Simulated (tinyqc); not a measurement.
Angle series: uniform film or islands? Model: X-ray photoelectron analysis of a thin oxide on a semiconductor: attenuation lengths, thickness, angle series and band offsets. Computed by tinyqc, a small Python program. Command: `OMP_NUM_THREADS=1 python tinyqc.py 3110735 3110736 out.jsonl xps walk`. One thread of a shared host (Intel(R) Xeon(R) Processor @ 2.30GHz), about 0.01 s of CPU time with the checks.

The same element is seen in the oxide and in the substrate, at nearly the same kinetic energy; films are flat and uniform, and the work function is ignored.

Inputs (values chosen for the exercise, modelled on SiO2 on silicon):
```
quantity,value,unit
photon energy,1486.6,eV
binding energy of the core level,99.4,eV
oxide density,2.15,g/cm^3
oxide formula mass,60.08,g/mol
valence electrons per oxide formula,16,-
oxide gap,8.85,eV
substrate density,2.33,g/cm^3
substrate formula mass,28.09,g/mol
valence electrons per substrate formula,4,-
substrate gap,1.12,eV
oxide thickness d,1.5,nm
emission angle from the normal,0,degrees
attenuation length over inelastic mean free path,0.89,-
carbon overlayer,0.74,nm
```

Method:
- TPP-2M: lambda = E/(E_p^2 [b ln(c E) - C/E + D/E^2]) in angstrom, E_p = 28.8 sqrt(N_v rho/M), b = -0.10 + 0.944/sqrt(E_p^2 + E_g^2) + 0.069 rho^0.1, c = 0.191/sqrt(rho), U = N_v rho/M, C = 1.97 - 0.91 U, D = 53.4 - 20.8 U, with E = photon energy less binding energy in eV.
- Attenuation length L = factor x lambda.
- R_0 = (rho_o/M_o) L_o/((rho_s/M_s) L_s); peak ratio R = I_ox/I_sub = R_0 [exp(d/(L_o cos theta)) - 1]; hence d = L_o cos theta ln(1 + R/R_0). A carbon layer weakens both peaks alike, by exp(-d_C/(L_o cos theta)) if its L is taken equal to L_o. This R_0 leaves out intrinsic losses from the substrate peak, so calibrated values can be larger.
- Islands: half of the surface carries 2 d and half none, R = R_0 (1/2)(1 - t)/(1/2 + t/2) with t = exp(-2 d/(L_o cos theta)); the apparent thickness is read with the uniform formula.

R_0 = 0.544000

L in the oxide = 3.46744 nm

Against the angle:
```
theta (degrees),"R, uniform","R, islands","apparent d, islands (nm)"
0,0.2944,0.22167,1.1852
20,0.3180,0.23412,1.1663
35,0.3785,0.26326,1.1211
45,0.4590,0.29669,1.0672
55,0.6125,0.34688,0.9810
65,0.9701,0.41960,0.8378
75,2.3499,0.50687,0.5909
```

What does the comparison show, and why?

A uniform film gives d = 1.5 nm at every angle. The island film of the same volume reads 1.19 nm at normal emission and 0.591 nm at 75 degrees; its ratio cannot pass R_0, since the bare half always shows the substrate.

Extremes, crossings and ranges named in words are read from the listed rows.
